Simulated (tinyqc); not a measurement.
Changing the barrier height phi_B: specific resistance of a metal-semiconductor contact and its transmission-line measurement. Computed by tinyqc, a small Python program. Command: `OMP_NUM_THREADS=1 python tinyqc.py 3027292 3027293 out.jsonl contact sweep`. One thread of a shared host (Intel(R) Xeon(R) Processor @ 2.30GHz), about 0.01 s of CPU time with the checks.

The barrier is parabolic (depletion approximation), energies E are normal energies counted from the band edge in the neutral semiconductor (downwards for holes), and the bias is zero. xi is an input, held fixed when other inputs move.

Inputs (values chosen for the exercise, modelled on n-type GaN):
```
quantity                                           value          unit
tunnelling mass m                                   0.19           m_0
permittivity eps                                     9.7             -
Richardson constant A*                              27.1  A/(cm^2 K^2)
doping N                                         8.8e+18        1/cm^3
Fermi level above the band edge in the bulk, xi    0.043            eV
temperature T                                        500             K
```

Image-force lowering: left out.

Constants: hbar = 1.054571817e-34 J s; eps_0 = 8.8541878128e-12 F/m; m_0 = 9.1093837015e-31 kg; k_B = 8.617333262e-05 eV/K; e = 1.602176634e-19 C.

Method:
- E_00 = (e hbar/2) sqrt(N/(eps eps_0 m)); band bending E_b = phi_B + xi; depletion width w = sqrt(2 eps eps_0 E_b/(e^2 N)).
- WKB transmission for E < E_b, with a = E/E_b: D = exp{-(E_b/E_00) [sqrt(1 - a) - a ln((1 + sqrt(1 - a))/sqrt(a))]}; D = 1 above.
- At zero bias 1/rho_c = (e A*/k_B^2) int D(E) f(E) dE, f = 1/(1 + exp((E - xi)/k_B T)); 200 Gauss-Legendre points from 0 to E_b, and k_B T ln(1 + exp((xi - E_b)/k_B T)) for the part above the barrier; the share of tunnelling is the part below.

One run for each value; columns: (1) barrier height phi_B (eV); (2) specific contact resistance rho_c (ohm cm^2); (3) share of tunnelling (%); (4) depletion width (nm):
```
(1)         (2)    (3)    (4)
0.10  1.453e-08  78.60   4.17
0.23  8.698e-08  93.44   5.77
0.35  5.700e-07  97.34   6.92
0.47  4.135e-06  98.81   7.91
0.60  3.763e-05  99.47   8.85
0.72  2.988e-04  99.74   9.64
0.97  2.372e-02  99.94  11.11
1.10  2.350e-01  99.97  11.80
```

Give the missing row, barrier height phi_B (eV) = 0.85.

Computed row; columns: (1) barrier height phi_B (eV); (2) specific contact resistance rho_c (ohm cm^2); (3) share of tunnelling (%); (4) depletion width (nm):
```
(1)         (2)    (3)    (4)
0.85  2.885e-03  99.88  10.43
```

Interpolating between the two neighbouring rows (the first column on a logarithmic scale, the others too where they are positive) misses most in specific contact resistance rho_c (ohm cm^2), by 18 %. Over the rows, specific contact resistance rho_c (ohm cm^2) rises from 1.45e-8 to 0.235 (exponent d ln y / d ln x 2.1 between the first rows and 18 between the last); share of tunnelling (%) rises from 78.6 to 100.0 (exponent d ln y / d ln x 0.21 between the first rows and 0.0026 between the last); depletion width (nm) rises from 4.17 to 11.8 (exponent d ln y / d ln x 0.39 between the first rows and 0.48 between the last). Between the last rows rho_c rises one decade per 131 meV, against ln(10) k_B T = 99 meV for pure thermionic emission and ln(10) E_00 coth(E_00/k_B T) = 127 meV with tunnelling.
